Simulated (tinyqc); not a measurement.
Worked calculation: Hubbard chain of 3 sites. One step of it, computed by the program tinyqc.

Problem. The many-body Hamiltonian. Basis: all placements (u, d, 2, 0 on each site), up operators ordered before down ones; hops carry the sign of the same-spin electrons passed.

one-body matrix (hopping and site energies) (eV), lower triangle:
```
,1,2,3
1,-0.370000
2,-1.190000,0.190000
3,0.000000,-1.190000,-0.540000
```

U = 3.600000 eV

electrons, up and down: 2  1

Give: H.

Solution.

H (eV), lower triangle:
```
,2u0,u20,uud,20u,udu,u02,duu,02u,0u2
2u0,3.0500
u20,-1.1900,3.6100
uud,0.0000,-1.1900,-0.7200
20u,-1.1900,0.0000,0.0000,2.3200
udu,0.0000,-1.1900,0.0000,-1.1900,-0.7200
u02,0.0000,0.0000,-1.1900,0.0000,-1.1900,2.1500
duu,0.0000,0.0000,0.0000,-1.1900,0.0000,0.0000,-0.7200
02u,0.0000,0.0000,0.0000,0.0000,-1.1900,0.0000,-1.1900,3.4400
0u2,0.0000,0.0000,0.0000,0.0000,0.0000,-1.1900,0.0000,-1.1900,2.7100
```
